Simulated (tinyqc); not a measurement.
# Anisotropic wet etching of Si(100): plane rates, V-grooves, membranes and undercut, step by step

A worked calculation. Computed by tinyqc, a small Python program that keeps every step. Command: `OMP_NUM_THREADS=1 python tinyqc.py 3005660 3005661 out.jsonl wetetch walk`. One thread of a shared host (Intel(R) Xeon(R) Processor @ 2.30GHz), about 0.01 s of CPU time with the checks. Intermediate numbers are printed to about 7 digits and carried at full precision; extremes and crossings named in words are read from the listed rows.

A long slot opens the mask on a (100) wafer. The floor etches at R100; (111) walls stand at theta = arctan(sqrt2) = 54.7356 degrees to the surface and recede at R111 along their normal.

Inputs (values chosen for the exercise, close to those used for potassium hydroxide solutions):
```
quantity,value,unit
prefactor k0 of the (100) rate,4.7e+08,um/min
"activation energy of (100), E",0.598,eV
ratio (100)/(111) at 80 C,140,-
"extra energy of (111), dE",0.052,eV
ratio (100)/oxide at 80 C,130,-
"extra energy of the oxide, dE_ox",0.26,eV
"corner undercut rate over (100) rate, c",2.4,-
bath temperature T,70,C
"width w (mask opening along <110>, or membrane width in the design step)",6.7,um
misalignment of the mask,0.5,degrees
etch time t,75,min
wafer thickness d,675,um
membrane thickness wanted,29,um
```

Constants: k_B = 8.617333262e-05 eV/K.

## Rates

R100 = k0 exp(-E/(k_B T)); a ratio given at 80 C scales as exp[(extra energy/k_B)(1/T - 1/353.15 K)]; R111 and R_ox follow by division. Temperatures in kelvin are T(C) + 273.15.

R100 = 0.7751516 um/min

R111 = 0.005267843 um/min

R_ox = 0.004648517 um/min

anisotropy R100/R111 = 147.1478

## Shape after the time t

A misaligned edge exposes ledges and adds R100 sin(misalignment) to the lateral rate (a simple estimate): u = R111/sin(theta) + R100 sin(misalignment). Top width W = w + 2 u t; floor width b = W - 2 z/tan(theta) = W - sqrt2 z. The floor lasts until b = 0, at t_V = w/(sqrt2 R100 - 2u); depth z = R100 t before t_V and W/sqrt2 after.

lateral rate u = 0.01321615 um/min

time t_V to close the V = 6.262867 min

top width W = 8.682423 um

depth z = 6.139400 um

floor width b = 0 um

The groove has closed to a V and now deepens at sqrt2 u = 0.0187 um/min, 2.4 % of R100.

## Designing a membrane from the back side

Etch depth d - membrane, time = depth/R100; for a membrane as wide as w the opening must be w + sqrt2 depth - 2 u time; oxide mask consumed R_ox x time; a 1 K error changes the depth by the fraction E/(k_B T^2); a convex mask corner, such as that of a mesa, would retreat by c x depth.

time to reach the membrane = 833.3854 min

opening needed = 898.2537 um

oxide consumed = 3874.006 nm

depth error per kelvin = 38.07087 um

retreat of a convex corner = 1550.4 um

The error per kelvin is 131 % of the membrane, so a timed etch cannot hold it and an etch stop is needed. The oxide loss calls for a nitride mask. A corner retreat larger than the depth shows why mesas need compensation structures. Caution: the remaining silicon is too narrow for its thickness to act as a membrane. Caution: rates also depend on concentration, doping, additives and stirring, all held fixed here.

## Speed against selectivity over temperature

Each row etches to the depth d - membrane; undercut per side = (R111/sin(theta) + R100 sin(misalignment)) x time.

Etching to a fixed depth:
```
T (C),R100 (um/min),R100/R111,time (h),undercut (um),oxide consumed (nm)
30,0.053768,185.5770,200.2418,9.90072,1214.250
40,0.111685,174.1479,96.4017,10.18052,1668.547
50,0.221727,164.0668,48.5583,10.45968,2248.154
60,0.422435,155.1236,25.4871,10.73770,2975.365
70,0.775152,147.1478,13.8898,11.01415,3874.006
80,1.374305,140.0000,7.8343,11.28866,4969.231
90,2.360928,133.5652,4.5604,11.56093,6287.282
100,3.939916,127.7479,2.7327,11.83067,7855.258
```

From 30 to 100 C the time falls by a factor 73.3, while the oxide loss grows by 6.47 and the undercut by 1.19: the slower planes and the mask have the higher activation energies, so heat costs selectivity. Misalignment gives 5.64 um of the undercut at any T.

Checks made by the program: depth against time integration (relative difference below 1e-10).
